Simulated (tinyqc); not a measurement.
Ballistic transport through the one-dimensional subbands of a rectangular nanowire or nanosheet channel: one step, computed by the program tinyqc. Command: `OMP_NUM_THREADS=1 python tinyqc.py 3025030 3025031 out.jsonl wire walk`. One thread of a shared host (Intel(R) Xeon(R) Processor @ 2.30GHz), about 0.02 s of CPU time with the checks.

Hard walls, parabolic subbands, transport along x. Energies are counted from the bulk conduction band edge at the top of the barrier, which the gate pulls down by U; the source Fermi level lies at the bulk edge when U = 0.

Task: Subbands. E_pq = (hbar^2 pi^2/2)(p^2/(m_y b^2) + q^2/(m_z a^2)); valley pairs: (m_x, m_y, m_z) = (m_t, m_t, m_l), (m_t, m_l, m_t), (m_l, m_t, m_t), each with degeneracy g = 2; the 10 lowest subbands are kept.

Inputs (values chosen for the exercise, modelled on silicon):

| quantity | value | unit |
|---|---|---|
| light mass m_t | 0.2 | m_0 |
| heavy mass m_l | 0.92 | m_0 |
| height a | 4 | nm |
| width b | 6.7 | nm |

Valleys: silicon [100] wire.

Constants: hbar^2/(2 m_0) = 3.80998212 eV angstrom^2; k_B = 8.617333262e-05 eV/K.

Give: Subbands.

Result:

Subbands:

| valley axis | p | q | E (meV) | m_x (m_0) |
|---|---|---|---|---|
| z | 1 | 1 | 67.4 | 0.20 |
| y | 1 | 1 | 126.6 | 0.20 |
| z | 1 | 2 | 144.1 | 0.20 |
| y | 2 | 1 | 153.9 | 0.20 |
| x | 1 | 1 | 159.4 | 0.92 |
| z | 2 | 1 | 193.1 | 0.20 |
| y | 3 | 1 | 199.5 | 0.20 |
| y | 4 | 1 | 263.2 | 0.20 |
| z | 2 | 2 | 269.7 | 0.20 |
| z | 1 | 3 | 271.8 | 0.20 |
